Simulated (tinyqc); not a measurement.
Threshold of a short bulk MOSFET: charge sharing, barrier lowering, narrow width: one step of the calculation.

n-channel device on a p-type body, depletion approximation, full ionisation. Uniform doping N = Na. Vbi from Boltzmann statistics is rough for the degenerate source. Cox = eps0 eox/tox.

Task. Short-channel and narrow-width shifts. Charge sharing (trapezoid; it ignores Vds): F = (xj/L)(sqrt(1 + 2 Wd/xj) - 1), lowering = body term times F. Barrier lowering: th = exp(-L/(2 l)) + 2 exp(-L/l), lowering = th [2 (Vbi - 2 pB) + Vds], DIBL = th. Narrow width: rise = body term times xw Wd/W. VT by each model = VT0 - lowering + rise.

Parameters, values chosen for the exercise; band and dielectric values close to those of silicon: junction depth xj = 33 nm; drain-source voltage Vds = 1 V; gate width W = 710 nm; shape factor of the fringing depletion at the width edges xw = 1.5708; channel length L = 530 nm.

2 pB = 0.93967412 V
Wd = 42.322541 nm
body term = 1.6259198 V
VT0 = 1.5955939 V
Vbi = 1.0683197 V
l = 39.365672 nm

Give: F; lowering by charge sharing; th; lowering of the barrier; DIBL; narrow-width rise; VT, charge sharing; VT, barrier lowering.

Result.

F = 0.05530
lowering by charge sharing = 89.91 mV
th = 0.001195
lowering of the barrier = 1.503 mV
DIBL = 1.195 mV/V
narrow-width rise = 152.2 mV
VT, charge sharing = 1.658 V
VT, barrier lowering = 1.746 V

L is 13.5 scale lengths. The charge-sharing lowering is 59.8 times the barrier lowering; the first falls off as 1/L and the second exponentially. Both describe the same loss of gate control, so they are alternatives and are not added.

Program tinyqc, `OMP_NUM_THREADS=1 python tinyqc.py 2002086 2002087 out.jsonl`; Intel Xeon 2.30GHz, shared host, one thread, about 0.01 s.
